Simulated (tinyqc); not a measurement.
Phonon and roughness prefactors from two fields.

Problem. At 300 K and high field 1/mu = E^(1/3)/Ap + E^gs/As, E in MV/cm. Find Ap and As.

Values chosen for this exercise:

| symbol | value | unit | meaning |
|---|---|---|---|
| gs | 1.3 |  | exponent of the roughness term |

mu at E = 0.46 and 1.2 MV/cm (cm^2/(V s)): 141.77721  89.006419

Solution. Two linear equations in 1/Ap and 1/As.

Ap = 122 cm^2/(V s)
As = 502 cm^2/(V s)

Program tinyqc, `OMP_NUM_THREADS=1 python tinyqc.py 2510053 2510054 out.jsonl`; Intel Xeon 2.30GHz, shared host, one thread, about 0.01 s.
